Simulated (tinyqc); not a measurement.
Sweeping the field: donor near an oxide interface in a gate field (two-state model).

Interface at z = 0 (hard wall), donor at z = d, field F pulling electrons to the interface: potential e F z; 1 kV/cm = 1e-5 eV/angstrom, c = hbar^2/2m0, q = e^2/(4 pi eps0), Q = (eps - eo)/(eps + eo). Donor state: E_D = e F d - ED - q Q/(4 eps d), the last term joining the images of ion and electron. Interface state: z exp(-b z/2) exp(-rho^2/(2 L^2)) with E_z = c b^2/(4 mz) + 3 e F/b + q Q b/(8 eps), minimised over b; in the plane at z = 3/b the ion (distance D = d - 3/b) and its image (D' = d + 3/b) give E_rho = c/(mt L^2) - (q/eps)(sqrt(pi)/L)[erfcx(D/L) + Q erfcx(D'/L)], erfcx(x) = exp(x^2) erfc(x), minimised over L. E_I = E_z + E_rho.

The two states couple by t = t0 exp(-D/aD) with t0 = q/(eps aD) (2 aD/L) sqrt(aD b/2) v, v a valley factor; this form is an estimate. With detuning u = E_D - E_I the splitting is sqrt(u^2 + 4 t^2) and the lower state has weight (1 - u/sqrt(u^2 + 4 t^2))/2 on the donor.

Constants: hbar^2/2m0 = 3.80998211 eV angstrom^2; e^2/(4 pi eps0) = 14.39964547 eV angstrom.

Inputs chosen for the exercise (near those of a donor in Si below SiO2, static dielectric constants; the results hold for these values, not for the real material): d = 90 angstrom (depth of the donor); ED = 31.2 meV (bulk binding energy); mz = 0.914 m0 (mass across the interface); mt = 0.186 m0 (mass in the plane); eps = 11.2 (dielectric constant of the semiconductor); eo = 3.9 (dielectric constant of the oxide); aD = 15.8 angstrom (donor radius); v = 0.5 (valley factor); Fl = (44.586, 51.552, 54.339, 55.732, 57.126, 59.912, 66.879) kV/cm (fields).

Both levels, the splitting, the donor weight and the mean depth w d + (1 - w) 3/b.

Results:
```
F (kV/cm)  E_D (meV)  E_I (meV)  splitting (meV)  donor weight  mean depth (angstrom)
44.586         7.201     12.521             5.45         0.988                   89.4
54.339        15.979     16.672             1.23         0.782                   78.4
55.732        17.232     17.232            0.996         0.500                   63.3
57.126        18.487     17.786             1.20         0.209                   47.5
59.912        20.994     18.873             2.32         0.043                   38.0
66.879        27.265     21.490             5.84         0.006                   34.5
```

Give the missing row, F (kV/cm) = 51.552.

Computed row:
```
F (kV/cm)  E_D (meV)  E_I (meV)  splitting (meV)  donor weight  mean depth (angstrom)
51.552        13.470     15.529             2.32         0.944                   87.1
```

E_D rises by 0.90 and E_I by 0.40 meV per kV/cm, so they cross once, near 55.7 kV/cm, where the splitting is 2t = 0.996 meV. The donor weight passes from 0.85 to 0.15 while the detuning goes from -2t to 2t, a window of 4 kV/cm or 7.2 % of the field; across the table the charge moves by 55 angstrom.

Run: tinyqc, `OMP_NUM_THREADS=1 python tinyqc.py 1280024 1280025 out.jsonl`; Intel(R) Xeon(R) Processor @ 2.30GHz, one thread, shared host; about 0.06 s of CPU time with all checks.
